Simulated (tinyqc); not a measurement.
Inter-valley coupling by envelope functions against a chain of atomic planes: sweeps and comparisons. A value that a table varies takes the place of the one given here.

Chain: E(phi) = e0 + 2 v cos(phi) + 2 u cos(2 phi), cos(phi0) = -v/(4u), e0 = 2u + v^2/(4u); plane j = 0, 1, ... has the potential V_j = dE x_j + F (j - 30) a/4 (1 MV/m = 1e-4 V/angstrom). There are 30 barrier planes a side; with y = j - 29.5, x_j = xb (f(y) + f(Nw - y)), f(y) = 1/(1 + exp(y/L)), plus any Ge added in the well. The valley splitting is the spacing of the two lowest levels. Envelope theory: F_j solves a one-valley chain with hopping -b and diagonal 2b + V_j, b = 4u sin^2(phi0), sum F_j^2 = 1; the valleys couple by Dv = sum_j F_j^2 V_j exp(-2 i phi0 j) and split by 2|Dv|.

Inputs chosen for the exercise (near those of the Delta valleys of silicon in a SiGe well; the results hold for these values, not for the real material): a = 5.431 angstrom (lattice constant; planes lie a/4 apart); u = 0.592 eV (second-neighbour hopping); v = 0.573 eV (nearest hopping); Nw = 45 (planes in the well); L = 1.5 planes (interface width); xb = 0.31 (Ge fraction of the barriers); dE = 0.54 eV (offset per unit Ge fraction); F = 5 MV/m (field); xs = 0.12 (Ge fraction added on that plane); xw = 0.006 (mean Ge fraction of the wiggle); x0 = 1025 (start of the number sequence); na = 4000 (atoms a plane under the dot); js = 59 (plane j of a Ge spike (the well starts at j = 30)).

## Position of the spike

The spike is moved through the well; position counted from the first well plane, j - 30.

Against position:

| j - 30 | F_j^2, smooth | mean of the doublet (meV) | splitting, chain (micro-eV) | envelope | first order |
|---|---|---|---|---|---|
| 2 | 0.00848 | 22.95 | 885 | 868 | 1099 |
| 5 | 0.01818 | 23.43 | 1833 | 1796 | 2357 |
| 9 | 0.03214 | 24.15 | 3281 | 3230 | 4166 |
| 14 | 0.04256 | 24.84 | 4665 | 4628 | 5516 |
| 18 | 0.04253 | 24.91 | 4803 | 4772 | 5512 |
| 22 | 0.03646 | 24.51 | 4006 | 3979 | 4725 |
| 29 | 0.02012 | 23.52 | 2017 | 1988 | 2608 |
| 36 | 0.00690 | 22.85 | 679 | 666 | 894 |
| 43 | 0.00087 | 22.56 | 94 | 93 | 113 |

The splitting is largest at plane 18 among these rows (4803 micro-eV), and the smooth envelope peaks at plane 16, counting all planes; without a spike it is 0.062. Where the splitting exceeds 20 micro-eV the envelope theory lies within 2.0 % of the chain and first order within 32 %.

## A periodic Ge profile (wiggle well)

periods (planes): pi/phi0 1.73072, pi/(pi - phi0) 2.36852

Added fraction xw (1 - cos(2 pi (j - 30)/p)) on the well planes; p = f times the resonant period pi/(pi - phi0). At resonance the estimate is dE xw.

Against period:

| f | p (planes) | mean of the doublet (meV) | splitting, chain (micro-eV) | envelope |
|---|---|---|---|---|
| 0.90 | 2.1317 | 25.70 | 159 | 169 |
| 0.95 | 2.2501 | 25.67 | 1476 | 1519 |
| 0.98 | 2.3212 | 25.70 | 2856 | 2877 |
| 0.99 | 2.3448 | 25.71 | 3110 | 3114 |
| 1.00 | 2.3685 | 25.72 | 3204 | 3191 |
| 1.01 | 2.3922 | 25.71 | 3135 | 3107 |
| 1.02 | 2.4159 | 25.70 | 2917 | 2880 |
| 1.05 | 2.4869 | 25.67 | 1774 | 1727 |
| 1.10 | 2.6054 | 25.69 | 347 | 325 |
| 1.50 | 3.5528 | 25.72 | 4 | 4 |
| 3.00 | 7.1056 | 25.72 | 1 | 1 |

The splitting peaks at f = 1 with 3.20 meV, against the estimate dE xw = 3.24 meV, and is 0.89 and 0.91 of the value at f = 1 two per cent off to either side: the width of the resonance is set by the number of periods under the envelope. At f = 3 it is 1 micro-eV. The chain has one orbital a plane and knows only this resonance; longer periods that work through other bands are outside it.

## Random alloy fluctuations

A uniform fraction x is added on all planes. Each plane j then fluctuates by q sqrt(x_j (1 - x_j)/na) in Ge fraction, q = sqrt12 (z/2147483647 - 1/2) with z(new) = 16807 z mod 2147483647 from x0, restarted for each row; 24 samples. Theory: Dv is a complex Gaussian with sigma^2 = dE^2 sum F_j^4 x_j (1 - x_j)/na, and the mean splitting is sqrt(pi) sigma if the smooth part is negligible.

Splitting (micro-eV):

| x | sigma | sqrt(pi) sigma | mean of 24 | least | largest |
|---|---|---|---|---|---|
| 0.00 | 43.0 | 76.2 | 81.5 | 21.1 | 161.1 |
| 0.01 | 157.0 | 278.4 | 216.9 | 56.4 | 439.7 |
| 0.02 | 216.8 | 384.3 | 294.7 | 62.9 | 625.7 |
| 0.05 | 333.6 | 591.3 | 448.4 | 78.0 | 984.5 |
| 0.10 | 457.4 | 810.7 | 612.6 | 98.2 | 1361.9 |

Without added Ge the disorder sits in the barriers, where the state is small: mean 81.5 micro-eV, against 0.062 for the smooth well. With 5 % Ge in the well the mean is 448, theory 591, with a statistical error of about 11 % for 24 samples; the miss is -24 %, and since every row reuses one sequence the rows with added Ge miss alike. The spread grows with the mean: at 5 % the samples run from 78 to 984, so small splittings remain possible. sigma falls as 1/sqrt(na) for larger dots. A chain with one orbital a plane has no Bloch-function factor, which scales all these couplings down in fuller models.

## What each parameter does

Chain with the spike on plane js. Each row changes one parameter from the base and keeps the others.

Results:

| case | level (meV) | splitting (micro-eV) |
|---|---|---|
| base | 23.517 | 2017.5 |
| Nw = 51 | 23.082 | 2187.3 |
| L = 2 planes | 24.457 | 2133.3 |
| xb = 0.36 | 23.910 | 2085.5 |
| dE = 0.594 eV | 23.846 | 2215.9 |
| F = 7 MV/m | 27.962 | 1584.0 |
| js = 62 | 23.179 | 1340.0 |
| xs = 0.156 | 23.733 | 2449.7 |

The largest shifts from the base row, up to three for each result and ties (the steps differ in size, so this ranks the rows, not the parameters). level (meV): F +4.444, L +0.939, Nw -0.435. splitting (micro-eV): js -677.4, F -433.4, xs +432.2.

(tinyqc, `OMP_NUM_THREADS=1 python tinyqc.py 1451753 1451754 out.jsonl`, Intel(R) Xeon(R) Processor @ 2.30GHz, 1 thread, shared host, about 0.04 s.)
